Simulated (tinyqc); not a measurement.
Surface Green function of a two-leg ladder, Sancho-Rubio decimation: two steps of the calculation.

A semi-infinite lead of cells 0, 1, 2, ... with H0 inside a cell and H1 = <cell i|H|cell i + 1>. One rung (site 1 on leg a, site 2 on leg b) is a cell; all hoppings enter with a minus sign. z = E + i eta.

Parameters, values chosen for the exercise:
- E = 2.94 eV (energy)
- eta = 0.02 eV (broadening)

Question 1. Decimation. Start with e_s = e = H0, a = H1, b = H1^dagger. Each round: g = (z - e)^(-1); e_s <- e_s + a g b; e <- e + a g b + b g a; a <- a g a; b <- b g b (all with the old a, b). Round k joins cells 2^k apart.

e_s after round 1 (eV):

|  | 1 | 2 |
|---|---|---|
| 1 | 0.4002393-0.0036382i | -1.3738300+0.0026467i |
| 2 | -1.3738300+0.0026467i | 0.1825947-0.0042330i |

e after round 1 (eV):

|  | 1 | 2 |
|---|---|---|
| 1 | 0.8004786-0.0072764i | -1.5476601+0.0052934i |
| 2 | -1.5476601+0.0052934i | 0.6851894-0.0084660i |

a after round 1 (eV):

|  | 1 | 2 |
|---|---|---|
| 1 | 0.40023930-0.00363822i | -0.17383004+0.00264672i |
| 2 | -0.17383004+0.00264672i | 0.50259468-0.00423302i |

b after round 1 (eV):

|  | 1 | 2 |
|---|---|---|
| 1 | 0.40023930-0.00363822i | -0.17383004+0.00264672i |
| 2 | -0.17383004+0.00264672i | 0.50259468-0.00423302i |

Find: g; e_s after round 2; e after round 2; a after round 2; b after round 2.

Answer 1.

g (1/eV):

|  | 1 | 2 |
|---|---|---|
| 1 | 0.9262-0.0412i | -0.6352+0.0385i |
| 2 | -0.6352+0.0385i | 0.8789-0.0390i |

e_s after round 2 (eV):

|  | 1 | 2 |
|---|---|---|
| 1 | 0.663-0.022i | -1.662+0.024i |
| 2 | -1.662+0.024i | 0.543-0.029i |

e after round 2 (eV):

|  | 1 | 2 |
|---|---|---|
| 1 | 1.326-0.045i | -2.123+0.048i |
| 2 | -2.123+0.048i | 1.406-0.059i |

a after round 2 (eV):

|  | 1 | 2 |
|---|---|---|
| 1 | 0.2630-0.0188i | -0.2878+0.0214i |
| 2 | -0.2878+0.0214i | 0.3606-0.0250i |

b after round 2 (eV):

|  | 1 | 2 |
|---|---|---|
| 1 | 0.2630-0.0188i | -0.2878+0.0214i |
| 2 | -0.2878+0.0214i | 0.3606-0.0250i |

Question 2. Self-energy, Dyson check and densities of states. Sigma = H1 g_s H1^dagger is what the lead adds to one more cell, and (z - H0 - Sigma)^(-1) must give g_s back. Densities of states: -Im of the diagonals over pi.

H0 (eV):

|  | 1 | 2 |
|---|---|---|
| 1 | 0 | -1.2 |
| 2 | -1.2 | -0.32 |

H1 (eV):

|  | 1 | 2 |
|---|---|---|
| 1 | -1 | 0 |
| 2 | 0 | -1.18 |

converged surface Green function g_s (1/eV):

|  | 1 | 2 |
|---|---|---|
| 1 | 0.53949148-0.22267660i | -0.26799247+0.22025836i |
| 2 | -0.26799247+0.22025836i | 0.49734939-0.22056864i |

converged bulk Green function (1/eV):

|  | 1 | 2 |
|---|---|---|
| 1 | 0.17286885-0.46907661i | 0.11878858+0.46618257i |
| 2 | 0.11878858+0.46618257i | 0.13013440-0.46669843i |

Wanted: Sigma; (z - H0 - Sigma)^(-1); surface density of states; bulk density of states.

Answer 2.

Sigma (eV):

|  | 1 | 2 |
|---|---|---|
| 1 | 0.5395-0.2227i | -0.3162+0.2599i |
| 2 | -0.3162+0.2599i | 0.6925-0.3071i |

(z - H0 - Sigma)^(-1) (1/eV):

|  | 1 | 2 |
|---|---|---|
| 1 | 0.5395-0.2227i | -0.2680+0.2203i |
| 2 | -0.2680+0.2203i | 0.4973-0.2206i |

| orbital | surface density of states (1/eV) | bulk density of states (1/eV) |
|---|---|---|
| 1 | 0.07088 | 0.1493 |
| 2 | 0.07021 | 0.1486 |

tinyqc, about 0.05 s, one thread, Intel Xeon 2.30GHz (shared host): `OMP_NUM_THREADS=1 python tinyqc.py 2680012 2680013 out.jsonl`
